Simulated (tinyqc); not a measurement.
Speciation in dilute and buffered hydrofluoric acid, oxide etch rate and bath loading. Changing the HCl added. Computed by tinyqc, a small Python program. Command: `OMP_NUM_THREADS=1 python tinyqc.py 3120868 3120869 out.jsonl hfetch sweep`. One thread of a shared host (Intel(R) Xeon(R) Processor @ 2.30GHz), about 0.01 s of CPU time with the checks.

Concentrations stand for activities, NH4+ and Cl- are spectators, and water ionisation is neglected. H, F and HF2 denote the ions H+, F- and HF2-. The base temperature is 298 K.

Inputs (values chosen for the exercise, of the order of those for thermal oxide at room temperature):
```
quantity                            value            unit
HF added                            0.044           mol/L
NH4F added                          0.043           mol/L
K1 = [H][F]/[HF]                 0.000708           mol/L
K2 = [HF2]/([HF][F])                 3.45           L/mol
K3 = [H2F2]/[HF]^2                      0           L/mol
rate constant of neutral HF k_a        18  nm L/(min mol)
rate constant of HF2 k_b               66  nm L/(min mol)
activation energy                    0.36              eV
temperature error                     1.4               K
oxide removed per wafer                15              nm
```

Constants: k_B = 8.617333262e-05 eV/K.

Method:
- Fluoride balance: [HF] + [F] + 2 [HF2] + 2 [H2F2] = HF added + NH4F added. Acid balance: [H] + [HF] + [HF2] + 2 [H2F2] = HF added + HCl added. For a trial [H], [HF] = [H][F]/K1, and the fluoride balance is a quadratic in [F].
- The root is refined to 1e-13 in pH = -log10 [H].
- Rate = k_a ([HF] + 2 [H2F2]) + k_b [HF2], an empirical two-term form.
- Time = oxide/rate; a temperature error changes the rate by exp((E_a/k_B)(1/298 - 1/(298 + error))) - 1.

One run for each value:
```
HCl added (mol/L)  etch rate (nm/min)       pH  [HF2] (mol/L)  share of HF2 in the rate (%)
0.001                          1.0410   3.1327     5.0883e-03                    3.2261e+01
0.0026                         1.0681   3.0979     5.0755e-03                    3.1364e+01
0.0067                         1.1342   3.0085     4.9844e-03                    2.9005e+01
0.017                          1.2795   2.7769     4.4079e-03                    2.2737e+01
0.045                          1.5079   2.0255     1.5755e-03                    6.8961e+00
0.12                           1.5589   1.1079     2.3030e-04                    9.7503e-01
0.3                            1.5638   0.5895     7.1224e-05                    3.0059e-01
0.77                           1.5652   0.1384     2.5348e-05                    1.0688e-01
2                              1.5657  -0.2916     9.4360e-06                    3.9776e-02
```

Over the rows, etch rate (nm/min) rises from 1.04 to 1.57 (exponent d ln y / d ln x 0.027 between the first rows and 3.2e-4 between the last); pH falls from 3.13 to -0.292; [HF2] (mol/L) falls from 0.00509 to 9.44e-6 (exponent d ln y / d ln x -0.0026 between the first rows and -1.0 between the last).

Caution (rows 0.770, 2.00): at ionic strengths above about 0.5 mol/L activities differ much from concentrations, so pH and rates are only indicative.
